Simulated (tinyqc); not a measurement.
Worked calculation: coupled-perturbed Hartree-Fock on RHF in the 6-31g basis, for HeH+, spin multiplicity 1. Computed by tinyqc, a small Python program that keeps every step (integrals from PySCF). Settings: charge = 1, multiplicity = 1, basis = 6-31g, method = RHF, energy threshold = 1e-10, iteration cap = 59, orthogonalisation = canonical, start = core, DIIS depth = 6. Command: `OMP_NUM_THREADS=1 python tinyqc.py 22206 22207 out.jsonl` (the two numbers bound the seeds that draw the settings). One thread of a shared host (Intel(R) Xeon(R) Processor @ 2.60GHz), about 0.2 s of CPU time with the checks. The early iterations of the SCF are left out here.

## One-electron integrals

Geometry (angstrom):
```
atom,x,y,z
He,0.0000,0.0000,0.0000
H,0.0000,0.0000,1.0000
```

Basis 6-31g: exponents (1/bohr^2) and contraction coefficients of normalised primitives:
```
element,l (shell),exponent,coefficient
He,s (1),38.4216,0.0401
He,s (1),5.7780,0.2612
He,s (1),1.2418,0.7932
He,s (2),0.2980,1.0000
H,s (1),18.7311,0.0335
H,s (1),2.8254,0.2347
H,s (1),0.6401,0.8138
H,s (2),0.1613,1.0000
```

Overlap, kinetic and nuclear-attraction integrals over the contracted functions; the nuclear repulsion is the sum of Za Zb / Rab.

nuclear repulsion = 1.058354 hartree

overlap S, lower triangle:
```
,1He 1s,1He 2s,2H 1s,2H 2s
1He 1s,1.0000
1He 2s,0.6341,1.0000
2H 1s,0.1525,0.3956,1.0000
2H 2s,0.2714,0.6420,0.6583,1.0000
```

kinetic energy T (hartree), lower triangle:
```
,1He 1s,1He 2s,2H 1s,2H 2s
1He 1s,2.9257
1He 2s,0.4672,0.4469
2H 1s,-0.0322,0.1234,1.3957
2H 2s,0.0771,0.1513,0.2597,0.2419
```

nuclear attraction V (hartree), lower triangle:
```
,1He 1s,1He 2s,2H 1s,2H 2s
1He 1s,-5.3344
1He 2s,-2.3489,-2.2506
2H 1s,-0.5319,-0.9871,-2.7098
2H 2s,-0.9608,-1.3173,-1.4287,-1.5626
```

core Hamiltonian H = T + V (hartree), lower triangle:
```
,1He 1s,1He 2s,2H 1s,2H 2s
1He 1s,-2.4088
1He 2s,-1.8817,-1.8037
2H 1s,-0.5641,-0.8637,-1.3142
2H 2s,-0.8837,-1.1660,-1.1689,-1.3207
```

## Two-electron integrals

Functions are numbered as in S; the eight-fold symmetry (ij|kl) = (ji|kl) = (kl|ij) leaves the list below.

Two-electron integrals (ij|kl) in chemists' order, unique and non-zero (hartree):
```
i,j,k,l,(ij|kl)
1,1,1,1,1.5439
2,1,1,1,0.7854
2,1,2,1,0.4270
2,2,1,1,0.8040
2,2,2,1,0.4762
2,2,2,2,0.6159
3,1,1,1,0.1685
3,1,2,1,0.0942
3,1,2,2,0.1098
3,1,3,1,0.0261
3,2,1,1,0.2662
3,2,2,1,0.1621
3,2,2,2,0.2223
3,2,3,1,0.0499
3,2,3,2,0.1265
3,3,1,1,0.5253
3,3,2,1,0.3299
3,3,2,2,0.4885
3,3,3,1,0.1115
3,3,3,2,0.3408
3,3,3,3,1.0766
4,1,1,1,0.3197
4,1,2,1,0.1759
4,1,2,2,0.1998
4,1,3,1,0.0415
4,1,3,2,0.0741
4,1,3,3,0.1548
4,1,4,1,0.0740
4,2,1,1,0.4348
4,2,2,1,0.2625
4,2,2,2,0.3553
4,2,3,1,0.0674
4,2,3,2,0.1534
4,2,3,3,0.3678
4,2,4,1,0.1140
4,2,4,2,0.2228
4,3,1,1,0.3384
4,3,2,1,0.2112
4,3,2,2,0.3095
4,3,3,1,0.0671
4,3,3,2,0.1951
4,3,3,3,0.5785
4,3,4,1,0.0976
4,3,4,2,0.2274
4,3,4,3,0.3294
4,4,1,1,0.4513
4,4,2,1,0.2805
4,4,2,2,0.4120
4,4,3,1,0.0791
4,4,3,2,0.2155
4,4,3,3,0.5874
4,4,4,1,0.1256
4,4,4,2,0.2878
4,4,4,3,0.3613
4,4,4,4,0.4532
```

## Orthogonalisation

S = U s U^T; canonical form X = U s^(-1/2), so that X^T S X = 1. Each column of U has its largest component positive (the first on a tie).

eigenvalues of S: 0.2031  0.3832  1.0043  2.4094

X:
```
,1,2,3,4
1He 1s,-0.8057,0.7511,0.6944,0.2638
1He 2s,1.4609,-0.6608,0.2844,0.3633
2H 1s,0.5493,1.0292,-0.5658,0.2961
2H 2s,-1.3561,-0.7412,-0.3354,0.3546
```

## Iteration 6 (converged): orbitals

converged F (hartree), lower triangle:
```
,1He 1s,1He 2s,2H 1s,2H 2s
1He 1s,-1.0946
1He 2s,-1.3403,-0.9502
2H 1s,-0.5453,-0.5849,-0.3630
2H 2s,-0.7372,-0.6774,-0.6347,-0.6145
```

Diagonalise F' = X^T F X, C = X C', fill 1 alpha and 1 beta electrons from the bottom; D = 2 C_occ C_occ^T. Each column has its largest component positive (the first on a tie).

F' = X^T F X (hartree), lower triangle:
```
,1,2,3,4
1,0.7398
2,-0.2860,0.6542
3,-0.3481,-0.0422,-0.4709
4,0.1104,-0.2470,-0.4749,-1.2245
```

orbital energies (hartree): MO1 -1.4842, MO2 -0.3604, MO3 0.4721, MO4 1.0712

coefficients C:
```
,MO1,MO2,MO3,MO4
1He 1s,0.5942,-0.2340,0.0138,-1.1650
1He 2s,0.4277,-0.5326,-0.2122,1.5074
2H 1s,0.1589,0.4123,-1.2540,-0.0300
2H 2s,0.0304,0.8787,1.2717,-0.4863
```

D after iteration 6, lower triangle:
```
,1He 1s,1He 2s,2H 1s,2H 2s
1He 1s,0.7062
1He 2s,0.5083,0.3659
2H 1s,0.1889,0.1359,0.0505
2H 2s,0.0361,0.0260,0.0097,0.0018
```

## Convergence

Stop when the energy changes by less than 1e-10 hartree and every element of the error matrix X^T (F D S - S D F) X is below 3e-06.

Course of the cycle:
```
iteration,E (hartree),change,largest element of the error matrix
1,-2.768519,-,3.93e-01
2,-2.893881,-1.25e-01,4.25e-02
3,-2.894777,-8.95e-04,2.87e-03
4,-2.894787,-1.03e-05,2.53e-04
5,-2.894787,-3.58e-08,5.36e-06
6,-2.894787,-1.79e-11,1.52e-07
```

PySCF RHF in the same basis = -2.894787 hartree

Converged in 6 iterations.

## Integrals over molecular orbitals

(pq|rs) = sum C_ip C_jq C_kr C_ls (ij|kl), one index at a time.

one-electron integrals over orbitals h = C^T H C (hartree), lower triangle:
```
,1,2,3,4
1,-2.4689
2,0.1596,-1.2598
3,0.0058,0.1926,-0.3867
4,0.2685,-0.1925,-0.0267,-0.3594
```

Two-electron integrals over orbitals (pq|rs), unique and non-zero (hartree):
```
p,q,r,s,(pq|rs)
1,1,1,1,0.9847
2,1,1,1,-0.1596
2,1,2,1,0.0911
2,2,1,1,0.4953
2,2,2,1,0.0498
2,2,2,2,0.5718
3,1,1,1,-0.0058
3,1,2,1,-0.0343
3,1,2,2,-0.0655
3,1,3,1,0.0315
3,2,1,1,-0.1135
3,2,2,1,-0.0336
3,2,2,2,-0.1436
3,2,3,1,0.0557
3,2,3,2,0.1348
3,3,1,1,0.4451
3,3,2,1,0.0820
3,3,2,2,0.5730
3,3,3,1,-0.0918
3,3,3,2,-0.1903
3,3,3,3,0.6389
4,1,1,1,-0.2685
4,1,2,1,0.0863
4,1,2,2,-0.0501
4,1,3,1,-0.0059
4,1,3,2,0.0126
4,1,3,3,-0.0184
4,1,4,1,0.1933
4,2,1,1,0.1394
4,2,2,1,-0.0319
4,2,2,2,0.0324
4,2,3,1,-0.0032
4,2,3,2,-0.0232
4,2,3,3,0.0291
4,2,4,1,-0.0746
4,2,4,2,0.0407
4,3,1,1,0.0104
4,3,2,1,-0.0123
4,3,2,2,-0.0216
4,3,3,1,0.0102
4,3,3,2,0.0077
4,3,3,3,-0.0259
4,3,4,1,0.0084
4,3,4,2,-2.45e-05
4,3,4,3,0.0102
4,4,1,1,0.8119
4,4,2,1,-0.1399
4,4,2,2,0.4153
4,4,3,1,0.0102
4,4,3,2,-0.0697
4,4,3,3,0.3663
4,4,4,1,-0.2115
4,4,4,2,0.1062
4,4,4,3,0.0176
4,4,4,4,0.7299
```

## Response to a field: uncoupled start

dipole integrals <a|z|i> (bohr):
```
,i1
a2,0.6133
a3,-0.2028
a4,-0.1210
```

Field along z; U_ai = -mu_ai / (e_a - e_i), alpha = -4 sum U_ai mu_ai.

uncoupled U:
```
,i1
a2,-0.5457
a3,0.1037
a4,0.0473
```

uncoupled polarisability = 1.4459 bohr^3

## Coupled step 1

U_ai = -(mu_ai + sum_bj [4 (ai|bj) - (ab|ij) - (aj|bi)] U_bj) / (e_a - e_i); alpha = -4 sum U_ai mu_ai.

U after step 1:
```
,i1
a2,-0.6595
a3,0.1259
a4,0.0783
```

polarisability = 1.7579 bohr^3

## Coupled step 2

As before.

U after step 2:
```
,i1
a2,-0.6854
a3,0.1309
a4,0.0867
```

polarisability = 1.8297 bohr^3

## Coupled polarisability

Repeat until U stops changing; compare with -d2E/dF2.

Course of the coupled iterations:
```
step,alpha (bohr^3)
0,1.4459
1,1.7579
2,1.8297
3,1.8465
4,1.8505
5,1.8514
6,1.8516
7,1.8517
8,1.8517
9,1.8517
10,1.8517
11,1.8517
12,1.8517
13,1.8517
```

coupled polarisability = 1.8517 bohr^3

finite-field check, fields of +/-0.001 au = 1.8517 bohr^3
